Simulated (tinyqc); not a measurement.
Inside a calculation. Method: UHF in the sto-6g basis, for BeH+, spin multiplicity 1. This run ends on a higher stationary point, not on the lowest solution. One step of it, computed by the program tinyqc.

Question. Iteration 4: building the Fock matrix. J_ij = sum D_kl (ij|kl) with D = D(alpha) + D(beta), K_ij = sum D_kl (ik|jl) for each spin; F = H + J - K(s); E = tr D H + tr D J / 2 - 0.5 sum_s tr D(s) K(s) + E_nn.

D(alpha) after iteration 3, order 1Be 1s, 1Be 2s, 1Be 2px, 1Be 2py, 1Be 2pz, 2H 1s:
```
[[1.016410, -0.077334, -0.014990, -0.010127, -0.073121, -0.085391],
 [-0.077334, 0.350874, 0.055062, 0.037201, 0.255638, 0.310162],
 [-0.014990, 0.055062, 0.009554, 0.006455, 0.045501, 0.051922],
 [-0.010127, 0.037201, 0.006455, 0.004361, 0.030741, 0.035079],
 [-0.073121, 0.255638, 0.045501, 0.030741, 0.218155, 0.245663],
 [-0.085391, 0.310162, 0.051922, 0.035079, 0.245663, 0.298062]]
```

D(beta) after iteration 3, order 1Be 1s, 1Be 2s, 1Be 2px, 1Be 2py, 1Be 2pz, 2H 1s:
```
[[1.016410, -0.077334, 0.014990, 0.010127, -0.073121, -0.085391],
 [-0.077334, 0.350874, -0.055062, -0.037201, 0.255638, 0.310162],
 [0.014990, -0.055062, 0.009554, 0.006455, -0.045501, -0.051922],
 [0.010127, -0.037201, 0.006455, 0.004361, -0.030741, -0.035079],
 [-0.073121, 0.255638, -0.045501, -0.030741, 0.218155, 0.245663],
 [-0.085391, 0.310162, -0.051922, -0.035079, 0.245663, 0.298062]]
```

core Hamiltonian H = T + V (hartree), order 1Be 1s, 1Be 2s, 1Be 2px, 1Be 2py, 1Be 2pz, 2H 1s:
```
[[-8.148400, -1.909670, 0.000000, 0.000000, -0.004978, -0.030015],
 [-1.909670, -2.282087, 0.000000, 0.000000, -0.050973, -0.203069],
 [0.000000, 0.000000, -1.831696, 0.000000, 0.000000, 0.000000],
 [0.000000, 0.000000, 0.000000, -1.831696, 0.000000, 0.000000],
 [-0.004978, -0.050973, 0.000000, 0.000000, -1.859133, -0.272878],
 [-0.030015, -0.203069, 0.000000, 0.000000, -0.272878, -1.280460]]
```

Two-electron integrals (ij|kl) in chemists' order, unique and non-zero (hartree):
```
(11|11) 2.299996   (21|11) 0.361879   (21|21) 0.071926   (22|11) 0.570332
(22|21) 0.139654   (22|22) 0.417773   (31|31) 0.015252   (32|31) 0.022555
(32|32) 0.092340   (33|11) 0.570332   (33|21) 0.139654   (33|22) 0.417773
(33|33) 0.450117   (41|41) 0.015252   (42|41) 0.022555   (42|42) 0.092340
(43|43) 0.024258   (44|11) 0.570332   (44|21) 0.139654   (44|22) 0.417773
(44|33) 0.401601   (44|44) 0.450117   (51|51) 0.015252   (52|51) 0.022555
(52|52) 0.092340   (53|53) 0.024258   (54|54) 0.024258   (55|11) 0.570332
(55|21) 0.139654   (55|22) 0.417773   (55|33) 0.401601   (55|44) 0.401601
(55|55) 0.450117   (61|11) 0.005617   (61|21) 0.001093   (61|22) 0.002145
(61|33) 0.002128   (61|44) 0.002128   (61|51) 0.000108   (61|52) 0.000221
(61|55) 0.002180   (61|61) 0.000018   (62|11) 0.033584   (62|21) 0.008474
(62|22) 0.030541   (62|33) 0.029311   (62|44) 0.029311   (62|51) 0.001026
(62|52) 0.007919   (62|55) 0.033001   (62|61) 0.000145   (62|62) 0.005112
(63|31) 0.000482   (63|32) 0.002763   (63|53) 0.001054   (63|63) 0.000260
(64|41) 0.000482   (64|42) 0.002763   (64|54) 0.001054   (64|64) 0.000260
(65|11) 0.044295   (65|21) 0.011243   (65|22) 0.041656   (65|33) 0.039565
(65|44) 0.039565   (65|51) 0.001612   (65|52) 0.012283   (65|55) 0.045836
(65|61) 0.000196   (65|62) 0.007683   (65|65) 0.011641   (66|11) 0.202354
(66|21) 0.051551   (66|22) 0.201642   (66|33) 0.192918   (66|44) 0.192918
(66|51) 0.004974   (66|52) 0.050179   (66|55) 0.219089   (66|61) 0.000871
(66|62) 0.050845   (66|65) 0.079144   (66|66) 0.774999
```

nuclear repulsion = 0.80944889 hartree

Give: Coulomb J; exchange K(alpha); exchange K(beta); F(alpha); F(beta); total energy of this density.

Answer.

Coulomb J (hartree), order 1Be 1s, 1Be 2s, 1Be 2px, 1Be 2py, 1Be 2pz, 2H 1s:
```
[[5.432, 0.928, 0.000, 0.000, 0.024, 0.015],
 [0.928, 1.802, 0.000, 0.000, 0.140, 0.154],
 [0.000, 0.000, 1.786, 0.001, 0.000, 0.000],
 [0.000, 0.000, 0.001, 1.786, 0.000, 0.000],
 [0.024, 0.140, 0.000, 0.000, 1.833, 0.217],
 [0.015, 0.154, 0.000, 0.000, 0.217, 1.290]]
```

exchange K(alpha) (hartree), order 1Be 1s, 1Be 2s, 1Be 2px, 1Be 2py, 1Be 2pz, 2H 1s:
```
[[2.310, 0.373, 0.000, 0.000, -0.001, 0.007],
 [0.373, 0.242, 0.027, 0.018, 0.146, 0.115],
 [0.000, 0.027, 0.056, 0.003, 0.021, 0.014],
 [0.000, 0.018, 0.003, 0.054, 0.015, 0.009],
 [-0.001, 0.146, 0.021, 0.015, 0.176, 0.122],
 [0.007, 0.115, 0.014, 0.009, 0.122, 0.310]]
```

exchange K(beta) (hartree), order 1Be 1s, 1Be 2s, 1Be 2px, 1Be 2py, 1Be 2pz, 2H 1s:
```
[[2.310, 0.373, 0.000, 0.000, -0.001, 0.007],
 [0.373, 0.242, -0.027, -0.018, 0.146, 0.115],
 [0.000, -0.027, 0.056, 0.003, -0.021, -0.014],
 [0.000, -0.018, 0.003, 0.054, -0.015, -0.009],
 [-0.001, 0.146, -0.021, -0.015, 0.176, 0.122],
 [0.007, 0.115, -0.014, -0.009, 0.122, 0.310]]
```

F(alpha) (hartree), order 1Be 1s, 1Be 2s, 1Be 2px, 1Be 2py, 1Be 2pz, 2H 1s:
```
[[-5.026, -1.355, 0.000, 0.000, 0.020, -0.022],
 [-1.355, -0.723, -0.027, -0.018, -0.058, -0.163],
 [0.000, -0.027, -0.102, -0.002, -0.021, -0.014],
 [0.000, -0.018, -0.002, -0.100, -0.015, -0.009],
 [0.020, -0.058, -0.021, -0.015, -0.203, -0.178],
 [-0.022, -0.163, -0.014, -0.009, -0.178, -0.300]]
```

F(beta) (hartree), order 1Be 1s, 1Be 2s, 1Be 2px, 1Be 2py, 1Be 2pz, 2H 1s:
```
[[-5.026, -1.355, 0.000, 0.000, 0.020, -0.022],
 [-1.355, -0.723, 0.027, 0.018, -0.058, -0.163],
 [0.000, 0.027, -0.102, -0.002, 0.021, 0.014],
 [0.000, 0.018, -0.002, -0.100, 0.015, 0.009],
 [0.020, -0.058, 0.021, 0.015, -0.203, -0.178],
 [-0.022, -0.163, 0.014, 0.009, -0.178, -0.300]]
```

total energy of this density = -14.58562 hartree

This density is a damped mixture and is not idempotent.
